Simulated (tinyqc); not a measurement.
Deep-level transient spectroscopy (DLTS) of one majority-carrier trap. A temperature scan through the peak. Computed by tinyqc, a small Python program. Command: `OMP_NUM_THREADS=1 python tinyqc.py 3018094 3018095 out.jsonl dlts sweep`. One thread of a shared host (Intel(R) Xeon(R) Processor @ 2.30GHz), about 0.02 s of CPU time with the checks.

A filling pulse loads the traps in a one-sided junction; under reverse bias they empty at the rate e, and the capacitance relaxes as C(t) = C_0 - dC exp(-e t). The signal is S = [C(t_2) - C(t_1)]/dC.

Inputs (values chosen for the exercise, with mass and screening modelled on GaSb): density-of-states mass m = 0.0391 m_0; valleys M = 1; trap depth E_t = 0.294 eV; cross-section sigma_0 = 3.8e-17 cm^2; degeneracy ratio g = 0.5; gate time t_1 = 0.005 s; ratio t_2/t_1 = 2.5.

Carriers: electrons. Extra term: none.

Constants: k_B = 8.617333262e-05 eV/K; k_B = 1.380649e-23 J/K; m_0 = 9.1093837015e-31 kg; h = 6.62607015e-34 J s.

Method. e = g sigma v N_b exp(-E/k_B T), v = sqrt(3 k_B T/m), N_b = 2 M (2 pi m k_B T/h^2)^(3/2), sigma = sigma_0, E = E_t. S(e) = exp(-e t_1) - exp(-e t_2) peaks at the rate window e_0 = ln(t_2/t_1)/(t_2 - t_1).

One run for each value:
```
temperature T (K)  emission rate e (1/s)  signal at T
205                                  6.0      0.04282
213                                 12.1      0.08189
221                                 23.3      0.14286
228                                 39.9      0.21182
236                                 71.0      0.28946
244                                121.9      0.32573
252                                202.6      0.28363
260                                327.2      0.17803
267                                486.7      0.08544
275                                748.8      0.02357
283                               1126.1      0.00359
```

Describe and explain the trends.

Over the rows, emission rate e (1/s) rises from 6.02 to 1130 (exponent d ln y / d ln x 18 between the first rows and 14 between the last); signal at T goes from 0.0428 through a maximum among these rows, 0.326 at 244, to 0.00359. The signal peaks where e equals the rate window.

Extremes, crossings and ranges named in words are read from the listed rows.
